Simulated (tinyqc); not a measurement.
Composition and strain of an epitaxial Si(1-x)Ge(x) layer from Raman and X-ray peaks: one step, computed by the program tinyqc.

A (001) layer, biaxially strained in the plane. The Raman peaks follow empirical lines omega = w0 + c1 x + c3 x^3 + b eps (c3 for Si-Ge alone), with eps the in-plane strain.

Task: Raman peaks. Insert x and eps in the three lines; the strain part is b eps.

Inputs (values chosen for the exercise, modelled on silicon-germanium):

| quantity | value | unit |
|---|---|---|
| Ge fraction x | 0.45 | - |
| Si-Si: w0 | 520.4 | 1/cm |
| Si-Si: c1 | -64.5 | 1/cm |
| Si-Si: strain coefficient b | -680 | 1/cm |
| Si-Ge: w0 | 400.4 | 1/cm |
| Si-Ge: c1 | 25.4 | 1/cm |
| Si-Ge: c3 | -34.1 | 1/cm |
| Si-Ge: strain coefficient b | -591 | 1/cm |
| Ge-Ge: w0 | 280.1 | 1/cm |
| Ge-Ge: c1 | 20.2 | 1/cm |
| Ge-Ge: strain coefficient b | -471 | 1/cm |

Substrate: silicon.

in-plane strain eps = -2.951644 per mille

Give: Si-Si peak; Si-Ge peak; Ge-Ge peak; strain parts.

Result:

Si-Si peak = 493.4 1/cm

Si-Ge peak = 410.5 1/cm

Ge-Ge peak = 290.6 1/cm

strain parts (1/cm): Si-Si 2.007, Si-Ge 1.744, Ge-Ge 1.390

Read as unstrained, the Si-Si peak would give x = 0.419 in place of 0.45.
